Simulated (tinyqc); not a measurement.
# From one set of inputs to another, one input at a time

Model: gas flow in a process chamber: flow regimes, conductance, effective pumping speed, pump-down, outgassing and purge. Computed by tinyqc, a small Python program. Command: `OMP_NUM_THREADS=1 python tinyqc.py 3120688 3120689 out.jsonl pump ladder`. One thread of a shared host (Intel(R) Xeon(R) Processor @ 2.30GHz), about 0.01 s of CPU time with the checks.

Ideal gas, isothermal flow, a pump of constant speed at the end of a round pipe; process gas, volume gas and outgassing are given the same properties. 1 sccm = 101325 Pa x 1e-6 m^3/60 s x T/273.15 K.

The inputs printed are set A. Set A is modelled on nitrogen near room temperature; the values taken over come from a set modelled on water vapour near room temperature. Inputs not listed in the table keep their values of set A, so the rows need not describe a real material.

Inputs (values chosen for the exercise, modelled on nitrogen near room temperature):

| quantity | value | unit |
|---|---|---|
| molar mass M | 28.01 | g/mol |
| molecular diameter | 0.37 | nm |
| viscosity eta | 17.8 | micropascal s |
| temperature T | 350 | K |
| chamber volume V | 100 | L |
| wall area | 0.9 | m^2 |
| pipe diameter d | 25 | cm |
| pipe length l | 260 | cm |
| pump speed S | 840 | L/s |
| process gas flow | 13 | sccm |
| outgassing rate after 1 h | 2.8e-06 | Pa m^3/(s m^2) |
| outgassing exponent n | 1.1 | - |
| target base pressure | 4e-05 | Pa |

Constants: k_B = 1.380649e-23 J/K; u = 1.6605390666e-27 kg.

Method:
- Mean speed c = sqrt(8 k_B T/(pi m)); aperture conductance C_a = c pi d^2/16; molecular pipe C_m = C_a/(1 + 3 l/(4 d)) (Dushman form); viscous pipe C_v = pi d^4 p_mean/(128 eta l); Knudsen interpolation C = C_v + C_m (1 + x)/(1 + 1.24 x), x = d p_mean sqrt(m/(k_B T))/eta.
- Effective speed 1/S_eff = 1/S + 1/C_m; time constant V/S_eff; pressure at which the free path k_B T/(sqrt2 pi d_m^2 p) equals d.
- Steady flow: the pump inlet is at p_2 = Q/S, and the chamber pressure p_1 solves Q = C((p_1 + p_2)/2) (p_1 - p_2). Residence time = p_1 V/Q.
- Knudsen number = free path at the mean pressure over d.
- From the outgassing limit: t = 1 h x (q_1 A/(S_eff p_target))^(1/n) - 10 s; monolayer time at the target = 1e19 m^-2 x 4 k_B T/(p c) for unit sticking.

Each row keeps all changes above it:

| input moved | from | to | residence time (s) | time to the target (h) | conductance C (L/s) |
|---|---|---|---|---|---|
| set A | - | - | 0.2572 | 0.18926 | 724.05 |
| process gas flow (sccm) | 13 | 5.2 | 0.2646 | 0.18926 | 687.26 |
| outgassing exponent n | 1.1 | 0.71 | 0.2646 | 0.07481 | 687.26 |
| pipe diameter d (cm) | 25 | 16 | 0.6500 | 0.26881 | 188.35 |
| pipe length l (cm) | 260 | 190 | 0.5189 | 0.19496 | 250.09 |
| pump speed S (L/s) | 840 | 350 | 0.6796 | 0.29328 | 253.86 |
| chamber volume V (L) | 100 | 230 | 1.5632 | 0.29328 | 253.86 |
| wall area (m^2) | 0.9 | 1.2 | 1.5632 | 0.44119 | 253.86 |

Where does the difference come from?

Residence time goes from 0.257 to 1.56, a factor 6.08 in all. The largest single move comes from pipe diameter d (a factor 2.46), and pipe length l works against it (a factor 0.798). Time to the target goes from 0.189 to 0.441, a factor 2.33 in all. The largest single move comes from pipe diameter d (a factor 3.59), and outgassing exponent n works against it (a factor 0.395). Conductance C goes from 724 to 254, a factor 0.351 in all. The largest single move comes from pipe diameter d (a factor 0.274), and pipe length l works against it (a factor 1.33). The single moves hold for this order of the switches; the total does not depend on the order.

Extremes, crossings and ranges named in words are read from the listed rows.
